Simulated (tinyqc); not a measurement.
What each parameter does: optical transitions of a finite quantum well.

Each carrier sees a square well of width L with its own depth V and masses m (inside), mb (outside); c = hbar^2/2m0, k = sqrt(m E/c), kappa = sqrt(mb (V - E)/c), and level n solves k L + 2 atan[(k/m)/(kappa/mb)] = n pi. The envelope is cos(kz) for odd n and sin(kz) for even n inside, joins exp(-kappa (|z| - L/2)) outside, and is normalised to 1. Excitons and band mixing are left out.

Constants: hbar^2/2m0 = 3.80998211 eV angstrom^2; hc = 1239.841984 eV nm.

Inputs chosen for the exercise (near those of an InGaAs well in InP; the results hold for these values, not for the real material):

| symbol | value | unit | meaning |
|---|---|---|---|
| L | 104 | angstrom | well width |
| Eg | 0.821 | eV | gap of the well |
| Vc | 0.247 | eV | conduction offset |
| Vv | 0.337 | eV | valence offset |
| me | 0.041 | m0 | electron, well |
| meb | 0.0817 | m0 | electron, barrier |
| mh | 0.368 | m0 | heavy hole along z, well |
| mhb | 0.529 | m0 | heavy hole, barrier |
| ml | 0.0511 | m0 | light hole along z, well |
| mlb | 0.1253 | m0 | light hole, barrier |

Edge wavelength hc/(Eg + e1 + hh1), squared overlap of e1 and hh1, and the confinement energies.

Results for these values:

| case | edge (nm) | overlap^2 | e1 (meV) | hh1 (meV) |
|---|---|---|---|---|
| base | 1432.8 | 0.9407 | 36.9 | 7.4 |

What happens to each result for me = 0.0451 m0, all else kept?

Answer: edge rises from 1432.8 to 1435.1; overlap^2 rises from 0.9407 to 0.9474; e1 falls from 36.9 to 35.5; hh1 does not change at the printed digits.

The same for each parameter in turn:

| case | edge (nm) | overlap^2 | e1 (meV) | hh1 (meV) |
|---|---|---|---|---|
| base | 1432.8 | 0.9407 | 36.9 | 7.4 |
| L = 94 angstrom | 1421.8 | 0.9331 | 42.2 | 8.9 |
| Eg = 0.837 eV | 1406.8 | 0.9407 | 36.9 | 7.4 |
| Vc = 0.21 eV | 1436.1 | 0.9301 | 34.9 | 7.4 |
| Vv = 0.404 eV | 1432.5 | 0.9362 | 36.9 | 7.6 |
| me = 0.0451 m0 | 1435.1 | 0.9474 | 35.5 | 7.4 |
| mh = 0.313 m0 | 1431.2 | 0.9470 | 36.9 | 8.4 |
| meb = 0.098 m0 | 1435.9 | 0.9389 | 35.0 | 7.4 |

Computed by tinyqc, a small Python program: `OMP_NUM_THREADS=1 python tinyqc.py 1251804 1251805 out.jsonl` (the numbers bound the seed that draws the inputs); one thread of a shared host (Intel(R) Xeon(R) Processor @ 2.30GHz), about 0.1 s for the whole set of steps.
